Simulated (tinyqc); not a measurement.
Potential-pH (Pourbaix) lines of a metal, its cation, its oxide and an oxyanion, with a complexing ligand. Changing the log10 of the dissolved activity a. Computed by tinyqc, a small Python program. Command: `OMP_NUM_THREADS=1 python tinyqc.py 3022286 3022287 out.jsonl pourb sweep`. One thread of a shared host (Intel(R) Xeon(R) Processor @ 2.30GHz), about 0.01 s of CPU time with the checks.

Potentials are against the standard hydrogen electrode; solids and water have unit activity; dG_f of M, H+ and the electron is zero; F = e N_A and s = R T ln(10)/F. The cation carries z = 3.

Inputs (values chosen for the exercise, modelled on aluminium):

| quantity | value | unit |
|---|---|---|
| dG_f of the cation | -481.9 | kJ/mol |
| dG_f of the oxide | -1579.4 | kJ/mol |
| dG_f of the oxyanion | -837.21 | kJ/mol |
| dG_f of water | -237.14 | kJ/mol |
| temperature T | 298.15 | K |
| pH | 6.9 | - |
| potential E | -0.73 | V |

Species: M, M3+, M2O3, MO2(-).

Constants: R = 8.314462618 J/(mol K); e = 1.602176634e-19 C; N_A = 6.02214076e+23 1/mol.

Method:
- M3+ + 3e = M; (1/2) M2O3 + 3H+ + 3e = M + (3/2) H2O; MO2(-) + 4H+ + 3e = M + 2H2O. For each, E0 = -dG/(z F), and E = E0 + (s/z) log10 a - (s n_H/z) pH, with no activity term for the oxide.
- Two oxidised species coexist where their lines against the metal cross: pH1 (cation/oxide) = [E0(oxide) - E0(cation)]/s - (log10 a)/z; pH2 (oxide/oxyanion) = {[E0(oxyanion) - E0(oxide)]/s + (log10 a)/z}/(4/z - 1).
- The metal is stable below the lowest of the three lines; above it, the species of the lowest line is stable. Water lines at 1 bar: hydrogen E = -s pH, oxygen E = -dG_f(water)/(2F) - s pH.

One run for each value:

| log10 of the dissolved activity a | pH1 | pH2 | width of the oxide field, pH2 - pH1 | upper limit of immunity (V) |
|---|---|---|---|---|
| -7 | 5.1312 | 5.449 | 0.3180 | -1.9361 |
| -6 | 4.7978 | 6.449 | 1.6514 | -1.9164 |
| -5 | 4.4645 | 7.449 | 2.9847 | -1.9075 |
| -4 | 4.1312 | 8.449 | 4.3180 | -1.9075 |
| -3 | 3.7978 | 9.449 | 5.6514 | -1.9075 |
| -2 | 3.4645 | 10.449 | 6.9847 | -1.9075 |
| -1 | 3.1312 | 11.449 | 8.3180 | -1.9075 |

Describe the trends.

Over the rows, pH1 falls from 5.13 to 3.13; pH2 rises from 5.45 to 11.4; width of the oxide field, pH2 - pH1 rises from 0.318 to 8.32.  Left out: -8.00 (the oxide has no field in range).

Caution (all rows): other oxidation states, hydroxides and hydrides are left out, and the lines say nothing of rates.

Extremes, crossings and ranges named in words are read from the listed rows.
